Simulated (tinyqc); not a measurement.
Resistance of a tapered via with liner, size effect and interface: two steps of the calculation.

A round via whose diameter grows from db at the bottom as D(z) = db + 2 z/tan(ang). The fill, of diameter D - 2 tl, starts above the bottom liner (thickness fb tl) and has rho = rho0 (1 + ks lam/(D - 2 tl)); the sidewall liner conducts in parallel with it. The bottom liner and the interface are crossed over the full area pi db^2/4. Spreading in the lines above and below is left out.

Values chosen for this exercise; fill metal close to tungsten:
- db = 9.8 nm (diameter at the bottom)
- hv = 15 nm (height)
- ang = 89 degrees (sidewall angle)
- rho0 = 5.3 uohm cm (bulk resistivity of the fill)
- lam = 15.1 nm (mean free path of the fill)
- ks = 1.5 (size-effect factor)
- tl = 2 nm (liner on the sidewall)
- fb = 0.5 (liner at the bottom over that on the sidewall)
- rl = 410 uohm cm (resistivity of the liner)
- ri = 5.8e-12 ohm cm^2 (interface resistivity at the bottom)
- Sb = 9.1e14 S/m^2 (ballistic conductance per area, about 3/(4 rho0 lam))

Task 1. Slices of the via. Slices between z0 = fb tl and hv, evaluated at their midpoints: conductance per length pi/4 [(D - 2 tl)^2/rho + (D^2 - (D - 2 tl)^2)/rl], slice resistance = slice height over that. 6 slices.

Give: z; D; rho; slice resistance.

Result 1.

```
slice  z (nm)  D (nm)  rho (uohm cm)  slice resistance (ohm)
0       2.167   9.876          25.73                   19.87
1       4.500   9.957          25.45                   19.17
2       6.833   10.04          25.18                   18.51
3       9.167   10.12          24.92                   17.88
4       11.50   10.20          24.66                   17.28
5       13.83   10.28          24.41                   16.70
```

Task 2. Total resistance. R_fill = sum of the slices; R_bottom = rl fb tl/(pi db^2/4); R_interface = ri/(pi db^2/4); ballistic (Sharvin) limit 1/(Sb pi (db - 2 tl)^2/4); ideal cylinder rho0 hv/(pi db^2/4).

slice resistance, slice 0 to 5 (ohm): 19.867318  19.172570  18.510215  17.878405  17.275414  16.699630

Wanted: parts; R; shares; ballistic limit; ideal cylinder.

Result 2.

parts (ohm): fill 109.4, bottom liner 54.36, interface 7.689
R = 171.4 ohm
shares (%): fill 63.81, bottom liner 31.70, interface 4.48
ballistic limit = 41.59 ohm
ideal cylinder = 10.54 ohm

The fill is the largest part, and R is 16.3 times the ideal cylinder. With 2000 slices R = 171.46 ohm.

tinyqc, about 0.01 s, one thread, Intel Xeon 2.30GHz (shared host): `OMP_NUM_THREADS=1 python tinyqc.py 2750023 2750024 out.jsonl`
